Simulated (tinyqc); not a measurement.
Inside a calculation. Method: coherent transport through a tight-binding region between two chains. One step of it, computed by the program tinyqc.

Question. Transmission at E = 0.66 eV. Surface Green function g = (E - i sqrt(4 t^2 - E^2)) / (2 t^2); self-energy tc^2 g on each contact site; G = (E - H - Sigma)^(-1); Gamma = -2 Im Sigma; T = Gamma_L Gamma_R |G_LR|^2; local density of states -Im G_ii / pi.

H of the central region (eV), lower triangle:
```
           1          2          3          4         5
1   0.000000
2  -1.160000   0.360000
3   0.000000  -1.690000   0.360000
4   0.000000   0.000000  -0.380000   0.360000
5   0.000000   0.000000   0.000000  -0.700000  0.000000
```

Leads: semi-infinite chains with site energy 0:

| parameter | value |
|---|---|
| lead hopping t (eV) | 2.670000 |
| coupling to the left lead (eV) | 0.520000 |
| coupling to the right lead (eV) | 0.730000 |
| left contact site | 1 |
| right contact site | 5 |

E = 0.660000 eV

Give: g; G; local density of states; transmission.

Answer.

g = 0.0463-0.3717i 1/eV

G (1/eV), lower triangle:
```
                 1                2                3                4
1   1.0307-0.1992i
2   0.2695+0.0219i  -0.1485-0.0356i
3  -0.7553+0.1328i   0.4331-0.0087i   0.4415-0.0896i
4  -0.6023-0.2023i   0.3187+0.1651i   0.3568+0.1095i  -1.6989-0.8207i
5   0.6681+0.0146i  -0.3717-0.0660i  -0.3926+0.0017i   1.9630+0.2922i

                 5
5  -0.6281-0.1262i
```

local density of states (1/eV): 0.0634  0.0113  0.0285  0.2612  0.0402

transmission = 0.0356
